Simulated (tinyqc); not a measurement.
# Margin needed against array size

Cells fail independently with probability Q(k) = erfc(k/sqrt(2))/2 when the margin is k standard deviations, and Y = exp(-Nb Q(k)). phi = exp(-k^2/2)/sqrt(2 pi).  k solves Y = exp(-Nb Q(k)); the estimate is sqrt(2 ln(Nb/(-ln Y))).

Parameters, values chosen for the exercise: wanted yield Y = 0.81.

Margin needed against array size:
```
Nb           allowed Q       k  estimate
64           0.0032925  2.7171    3.3812
1024         2.0578e-4  3.5326    4.1204
16384        1.2861e-5  4.2084    4.7458
262144       8.0384e-7  4.7974    5.2979
4194304      5.0240e-8  5.3259    5.7977
67108864     3.1400e-9  5.8091    6.2576
1073741824  1.9625e-10  6.2570    6.6861
```

Read the table: what changes, and by how much?

A 1.68e7-fold larger array raises k only from 2.72 to 6.26; the last factor of 16 costs 0.45 standard deviations. The estimate, which drops the factor 1/(k sqrt(2 pi)) of the tail, is 24 % above k in the first row and 6.9 % above it in the last.

Program tinyqc, `OMP_NUM_THREADS=1 python tinyqc.py 2090078 2090079 out.jsonl`; Intel Xeon 2.30GHz, shared host, one thread, about 0.01 s.
